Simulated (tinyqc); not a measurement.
Closable height against the size of the gap: wafer bonding and layer transfer: bond energy, gap closing, particles, bonding of dissimilar wafers and hydrogen blisters. Computed by tinyqc, a small Python program. Command: `OMP_NUM_THREADS=1 python tinyqc.py 3013015 3013016 out.jsonl bond walk`. One thread of a shared host (Intel(R) Xeon(R) Processor @ 2.30GHz), about 0.01 s of CPU time with the checks.

gamma is the energy per area of each of the two surfaces; plates are isotropic, and both wafers have E1 and t1.

Inputs (values chosen for the exercise, with wafer 1 close to silicon):
```
quantity,value,unit
Young's modulus E1,136,GPa
Poisson ratio nu,0.25,-
thickness t1,775,micrometre
blade thickness t_b,50,micrometre
crack length L,13.2,mm
```

Pair: two equal wafers.

Method. Two cantilevers opened by t_b: gamma = 3 t_b^2 E1 t1^3 E2 t2^3/(16 L^4 (E1 t1^3 + E2 t2^3)). E' = E1/(1 - nu^2), equal wafers of thickness t1 assumed. A gap of radius R closes if h_g < h_c: h_c = R^2/sqrt((2/3) E' t1^3/gamma) for R > 2 t1 (plate bending), h_c = 3.6 sqrt(R gamma/E') for R < 2 t1 (local deformation).

bond energy gamma = 0.488719 J/m^2

Gap closing:
```
R (mm),regime,h_c (nm),slope h_c/R
1.00e-04,local,2.0895e+00,0.020895
1.00e-03,local,6.6077e+00,0.006608
1.00e-02,local,2.0895e+01,0.002090
1.00e-01,local,6.6077e+01,0.000661
5.00e-01,local,1.4775e+02,0.000296
2.00e+00,plate,4.1677e+02,0.000208
5.00e+00,plate,2.6048e+03,0.000521
2.00e+01,plate,4.1677e+04,0.002084
5.00e+01,plate,2.6048e+05,0.005210
```

Roughness of 100 nm scale may be 2.1 nm in half height, waviness of radius 5 cm as much as 260 micrometre: h_c goes as R^(1/2) when the wafer deforms locally and as R^2 when it bends. The allowed slope is least near R = 2 t1, so defects about 4 t1 wide are the hardest to close; bow matters little.

Extremes, crossings and ranges named in words are read from the listed rows.
